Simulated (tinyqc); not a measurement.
Landau-Devonshire theory of a uniaxial ferroelectric: one step, computed by the program tinyqc.

G(P) = (alpha/2) P^2 + (beta*/4) P^4 + (gamma/6) P^6 - E P per volume, SI units, one domain, P along the polar axis.

Problem. A capacitor with imperfect screening. Between shorted electrodes with screening length lambda each, the depolarising field is -k P, k = 2 lambda/(eps_0 (d + 2 lambda eps_b)), so alpha turns into alpha + k. Ps^2 = [-beta* + sqrt(beta*^2 - 4 alpha gamma)]/(2 gamma). The polar state is the lowest uniform state while alpha + k < 0 (beta* > 0) or < 3 beta*^2/(16 gamma) (beta* < 0); setting the equality gives the critical thickness d_c.

Inputs (values chosen for the exercise, modelled on lead titanate): Curie-Weiss temperature T0 = 752 K; gamma = 1.59e+09 J m^9/C^6; temperature T = 402 K; film thickness d = 13 nm; screening length lambda = 0.0038 nm; background permittivity eps_b = 20.

Sample: free crystal.

alpha = -2.737000e+08 J m/C^2

beta* = -2.98e+08 J m^5/C^4

Constants: eps_0 = 8.8541878128e-12 F/m.

Give: depolarising coefficient k; polarisation of the film; size of the depolarising field; critical thickness d_c.

Solution.

depolarising coefficient k = 6.526e+07 J m/C^2

polarisation of the film = 68.39 microcoulomb/cm^2

size of the depolarising field = 44.63 MV/m

critical thickness d_c = 2.869 nm
